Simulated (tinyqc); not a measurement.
One level coupled to a phonon between two leads, self-consistent Born approximation: two steps of the calculation.

Wide-band leads with mu_L = +V/2 and mu_R = -V/2; phonons in equilibrium, Nq = 1/(exp(w0/kB T) - 1). Scattering links only energies that differ by w0, so a ladder E_k = E1 + k w0 closes on itself; terms that reach past its ends are dropped. Gn and Gp are the electron and hole parts of the spectral function A = Gn + Gp.

Parameters, values chosen for the exercise:

| symbol | value | unit | meaning |
|---|---|---|---|
| T | 77 | K | temperature of leads and phonons |
| ed | 180 | meV | level |
| GL | 83 | meV | coupling to the left lead |
| GR | 60 | meV | coupling to the right lead |
| V | 114 | mV | bias |

Constants: q = 1.602176634e-19 C, kB = 1.380649e-23 J/K, Vt = kB T/q. Results are converted to the units shown.

Question 1. Green functions. |G|^2 = 1/[(E - ed)^2 + (GL + GR + Sin + Sout)^2/4], Gn = |G|^2 (GL fL + GR fR + Sin), Gp = |G|^2 (GL (1 - fL) + GR (1 - fR) + Sout), f = 1/(1 + exp((E - mu)/kB T)). On a single ladder the real part of the phonon self-energy, which needs all energies, is left out.

```
rung	E (meV)	Sin (meV)	Sout (meV)
0	-261	4.6368870	8.5149650e-14
1	-81	0.030376317	4.8649036e-11
2	99	7.7117347e-12	0.051461509
3	279	5.0261502e-14	29.382426
4	459	6.5212183e-26	23.022681
5	639	1.9398492e-38	4.1389940
```

Wanted: Gn after iteration 1; Gp after iteration 1.

Answer 1.

```
rung	Gn after iteration 1 (1/meV)	Gp after iteration 1 (1/meV)
0	7.384e-4	1.375e-17
1	0.001932	2.143e-5
2	1.265e-5	0.01224
3	1.712e-17	0.01000
4	5.550e-30	0.001959
5	3.191e-42	6.809e-4
```

Question 2. Currents on the rungs. Spectral currents into the level: iL = GL [fL Gp - (1 - fL) Gn], iR = GR [fR Gp - (1 - fR) Gn].

```
rung	converged Gn (1/meV)	converged Gp (1/meV)	fL	fR
0	7.3844635e-4	1.3753210e-17	1	1
1	0.0019315890	2.1432729e-5	1.0000000	0.97383942
2	1.2647540e-5	0.012238129	0.0017793306	6.1594268e-11
3	1.7123817e-17	0.010004838	2.9493779e-15	1.0191560e-22
4	5.5777723e-30	0.0019692449	4.8801230e-27	1.6863239e-34
5	3.2033704e-42	6.8349345e-4	8.0747878e-39	2.7902386e-46
```

Give: iL; iR; iL + iR; sum of iL.

Answer 2.

```
rung	iL (1e-3)	iR (1e-3)	iL + iR (1e-7)
0	0.00	0.00	0.00
1	1.78	-1.78	-6.51
2	0.76	-0.76	6.51
3	0.00	0.00	0.00
4	0.00	0.00	0.00
5	0.00	0.00	0.00
```

sum of iL = 0.00254

On a single rung iL + iR need not vanish (largest 6.5e-7), since phonons move electrons between rungs; summed over the ladder it does.

Range of the model: The self-consistent Born approximation keeps only non-crossing phonon lines and no Hartree shift; it is rough once the coupling nears the phonon energy.

Numbers from tinyqc (`OMP_NUM_THREADS=1 python tinyqc.py 2720134 2720135 out.jsonl`; about 0.2 s on one thread of a shared Intel Xeon 2.30GHz).
